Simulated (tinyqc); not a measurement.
## On-chip interconnect, size-dependent resistivity and RC delay: two metals against line width

A rectangular line between two neighbours and two ground planes. Surface and grain-boundary scattering are added to the bulk resistivity as corrections; capacitances are parallel-plate values without fringing; inductance is ignored.

Metal width x = wd - 2 tl, height y = AR wd - tl; grain boundaries (Mayadas-Shatzkes): al = (lam/(gr x)) Rg/(1 - Rg), g = 1/[1 - 3 al/2 + 3 al^2 - 3 al^3 ln(1 + 1/al)] - 1; surfaces (Fuchs-Sondheimer, thick limit): s = (3/8) lam (1 - ps)(1/x + 1/y); rho = rho0 (1 + g + s); r = rho/(x y). The second metal has rho2, lam2 and tl2 in place of rho0, lam and tl; ps, Rg, gr and AR are shared.

Parameters, values chosen for the exercise; metal values close to those of copper:
- rho0 = 1.7 uohm cm (bulk resistivity)
- lam = 40.1 nm (bulk mean free path)
- ps = 0.3 (specular share of surface scattering)
- Rg = 0.58 (reflection coefficient of grain boundaries)
- gr = 2 (grain size over the metal width)
- AR = 1.9 (aspect ratio, height over width)
- tl = 1.7 nm (liner on both walls and the bottom, not conducting)
- sp = 19 nm (space to the neighbouring lines)
- hd = 34 nm (dielectric height to the planes above and below)
- ek = 2.7 (relative permittivity of the dielectric)
- Mf = 2 (Miller factor of the neighbours)
- rho2 = 7.57 uohm cm (bulk resistivity of the second metal (close to ruthenium))
- lam2 = 6.45 nm (mean free path of the second metal)
- tl2 = 0.1 nm (liner of the second metal)

Constants: eps0 = 8.8541878128e-12 F/m. Results are converted to the units shown.

Result of one run:
```
wd (nm)  rho, first (uohm cm)  rho, second (uohm cm)  r, first (ohm/um)  r, second (ohm/um)  ratio second/first
10                      15.06                  14.39               1319               776.8              0.5891
```

What becomes of these results when the drawn line width wd is changed from 10 to 30 nm, all else the same?

Result of the changed run:
```
wd (nm)  rho, first (uohm cm)  rho, second (uohm cm)  r, first (ohm/um)  r, second (ohm/um)  ratio second/first
30                      5.132                  9.860              34.89               58.15               1.667
```

The whole series:
```
wd (nm)  rho, first (uohm cm)  rho, second (uohm cm)  r, first (ohm/um)  r, second (ohm/um)  ratio second/first
6.5                     29.50                  18.08               8937                2343              0.2622
8                       20.66                  16.10               3327                1367              0.4108
10                      15.06                  14.39               1319               776.8              0.5891
13                      10.98                  12.82              497.1               407.1              0.8190
17                      8.306                  11.59              199.6               214.3               1.074
22                      6.567                  10.68              88.05               117.5               1.335
30                      5.132                  9.860              34.89               58.15               1.667
45                      3.918                  9.103              11.24               23.79               2.117
70                      3.100                  8.560              3.545               9.227               2.603
120                     2.509                  8.150             0.9510               2.985               3.139
```

The resistivity of the first metal falls from 29.5 to 2.51 uohm cm and that of the second goes from 18.1 to 8.15 uohm cm as the line widens. The products rho0 lam, which set the size effect, are 68.2 and 48.8 uohm cm nm. The two resistances cross at wd = 15.8 nm: below it the second metal gives the lower line resistance. For widths well under the mean free path the thick-limit surface term is only a guide.

Range of the model: The metal width is under the mean free path, where the thick-limit surface term and the simple sum of corrections lose accuracy.

Numbers from tinyqc (`OMP_NUM_THREADS=1 python tinyqc.py 2100148 2100149 out.jsonl`; about 0.01 s on one thread of a shared Intel Xeon 2.30GHz).
